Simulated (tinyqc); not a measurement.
Carrier lifetime of a p-type layer with SRH, radiative, Auger and surface recombination: lifetime against injection.

Uniform excess density dn = dp (no trapping), n = n0 + dn, p = p0 + dn, Boltzmann statistics, full ionisation. Surfaces enter as a rate 2 S dn/d, which holds while diffusion to them is fast.

ni = sqrt(Nc Nv) exp(-Eg/(2 Vt)), Eg in volts; majority density N/2 + sqrt(N^2/4 + ni^2), n0 p0 = ni^2; n1 = Nc exp(-Et/Vt), p1 = Nv exp((Et - Eg)/Vt); tn0 = 1/(sn vth Nt), tp0 = 1/(sp vth Nt). With e = n p - ni^2 = dn (n0 + p0 + dn): U_SRH = e/(tp0 (n + n1) + tn0 (p + p1)), U_rad = B e, U_Aug = (Cn n + Cp p) e, U_s = 2 S dn/d. Each tau is dn over its rate; tau = dn/U with U the sum.

Inputs (values chosen for the exercise); band and dielectric values those of a made-up semiconductor:
- T = 400 K (temperature)
- Eg = 2.82 eV (band gap)
- Nc = 2.2e19 cm^-3 (conduction-band density of states at T)
- Nv = 2.99e19 cm^-3 (valence-band density of states at T)
- B = 1.24e-12 cm^3/s (radiative coefficient)
- N = 2e17 cm^-3 (acceptor density)
- Cn = 3.4e-31 cm^6/s (Auger coefficient (two electrons))
- Cp = 7e-32 cm^6/s (Auger coefficient (two holes))
- Nt = 9.5e12 cm^-3 (trap density)
- sn = 1e-17 cm^2 (capture cross-section for electrons)
- sp = 1e-14 cm^2 (capture cross-section for holes)
- vth = 1.6e7 cm/s (thermal velocity (both carriers))
- Et = 2.34 eV (trap level below the conduction band)
- S = 2000 cm/s (surface recombination velocity (both faces))
- d = 5 um (sample thickness)

Constants: q = 1.602176634e-19 C, kB = 1.380649e-23 J/K, Vt = kB T/q. Results are converted to the units shown.

The same in every row: tau_s (s) = 1.250e-7.

Lifetime against injection:

| dn (cm^-3) | tau_SRH (s) | tau_rad (s) | tau_Aug (s) | tau (s) | radiative share (%) | largest path |
|---|---|---|---|---|---|---|
| 1e11 | 6.580e-4 | 4.032e-6 | 3.571e-4 | 1.212e-7 | 3.005 | surface |
| 1e12 | 6.580e-4 | 4.032e-6 | 3.571e-4 | 1.212e-7 | 3.005 | surface |
| 1e13 | 6.580e-4 | 4.032e-6 | 3.570e-4 | 1.212e-7 | 3.005 | surface |
| 1e14 | 6.580e-4 | 4.030e-6 | 3.559e-4 | 1.212e-7 | 3.007 | surface |
| 1e15 | 6.580e-4 | 4.012e-6 | 3.453e-4 | 1.212e-7 | 3.020 | surface |
| 1e16 | 6.580e-4 | 3.840e-6 | 2.631e-4 | 1.210e-7 | 3.150 | surface |
| 1e17 | 6.582e-4 | 2.688e-6 | 6.061e-5 | 1.192e-7 | 4.434 | surface |
| 1e18 | 6.585e-4 | 6.720e-7 | 1.965e-6 | 1.000e-7 | 14.88 | surface |
| 1e19 | 6.585e-4 | 7.906e-8 | 2.383e-8 | 1.597e-8 | 20.20 | Auger |

Surface recombination leads at dn = 1e11, Auger from 1e19 on. The total lifetime falls from 1.21e-7 to 1.60e-8 s. tau_SRH goes from 6.58e-4 s (low-injection limit 6.58e-4 s) to 6.59e-4 s (high-injection limit tn0 + tp0 = 6.59e-4 s). Between the last two rows tau_rad goes as dn^(-0.93) and tau_Aug as dn^(-1.92); the radiative share rises from 3.01 to 20.2 %. For dn = 1e19 the carriers are degenerate, where B and the Auger coefficients no longer stay constant.

Numbers from tinyqc (`OMP_NUM_THREADS=1 python tinyqc.py 2300135 2300136 out.jsonl`; about 0.01 s on one thread of a shared Intel Xeon 2.30GHz).
